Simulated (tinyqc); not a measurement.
# From one set of inputs to another, one input at a time

Model: Frenkel-Kontorova chain: a misfit dislocation (kink) in a monolayer on a periodic substrate. Computed by tinyqc, a small Python program. Command: `OMP_NUM_THREADS=1 python tinyqc.py 3016439 3016440 out.jsonl fkchain ladder`. One thread of a shared host (Intel(R) Xeon(R) Processor @ 2.30GHz), about 0.07 s of CPU time with the checks.

E = sum_j [(k/2)(x_(j+1) - x_j - b)^2 + (W/2)(1 - cos(2 pi x_j/a))], x_j = a (j + u_j). A kink takes u from 0 to 1: the chain is stretched by one period and has one atom fewer than wells.

The inputs printed are set A. Inputs not listed in the table keep their values of set A, so the rows need not describe a real material.

Inputs (values chosen for the exercise, for a model overlayer):
```
quantity              value           unit
spring constant k      2.55  eV/angstrom^2
substrate period a      3.2       angstrom
corrugation W          3.48             eV
misfit f = (b - a)/a   0.27              -
atoms on each side n     10              -
atomic mass M          91.9              u
```

Relaxation: Newton steps.

Constants: nu for 1 eV/(angstrom^2 u) = 15.6333042 THz.

Method:
- l0 = sqrt(k a^2/(2 W)); kink u(j) = (2/pi) arctan exp(pi j/l0); kink energy at f = 0: E0 = (4/pi) W l0; with misfit E0 - k a^2 f; kinks become favourable at f_c = 2/(pi l0), and a coherent chain with free ends loses stability at f_m = 1/l0. Lowest vibration of the flat chain: nu0 = 15.6333042 THz x sqrt(2 pi^2 W/(a^2 M)).
- Discrete chain at f = 0, ends held at u = 0 and 1: E = (k a^2/2) sum (u_(j+1) - u_j)^2 + (W/2) sum (1 - cos 2 pi u_j), gradient g_j = k a^2 (2 u_j - u_(j-1) - u_(j+1)) + pi W sin(2 pi u_j), Hessian 2 k a^2 + 2 pi^2 W cos(2 pi u_j) on the diagonal and -k a^2 beside it.
- Start as above (continuum shape at j + 1/2, j = -n..n-1, l0 = sqrt(k a^2/(2 W))). u(new) = u - H^-1 g; stop when the largest gradient is below 1e-9 eV.

Each row keeps all changes above it:
```
input moved                        from    to  kink energy E0 (eV)  gap frequency nu0 (THz)  energy, centre between atoms (eV)
set A                                 -     -                8.582                   4.2237                              7.894
atomic mass M (u)                  91.9   136                8.582                   3.4720                              7.894
spring constant k (eV/angstrom^2)  2.55    11               17.825                   3.4720                             17.665
corrugation W (eV)                 3.48  28.3               50.832                   9.9012                             41.339
misfit f = (b - a)/a               0.27  0.13               50.832                   9.9012                             41.339
substrate period a (angstrom)       3.2  3.78               60.045                   8.3820                             52.569
```

Kink energy E0 goes from 8.58 to 60.0, a factor 7.00 in all. The largest single move comes from corrugation W (a factor 2.85). gap frequency nu0 goes from 4.22 to 8.38, a factor 1.98 in all. The largest single move comes from corrugation W (a factor 2.85), and atomic mass M works against it (a factor 0.822). energy, centre between atoms goes from 7.89 to 52.6, a factor 6.66 in all. The largest single move comes from corrugation W (a factor 2.34). The single moves hold for this order of the switches; the total does not depend on the order.

Caution (all rows): a corrugation above 1 eV is larger than real overlayers usually show; it is chosen to keep the kink narrow. Caution (rows set A, atomic mass M, corrugation W, misfit f = (b - a)/a, substrate period a): for l0 below about 3 the kink spans few atoms, and the continuum kink energy is off by about 2 per cent or more.

Extremes, crossings and ranges named in words are read from the listed rows.
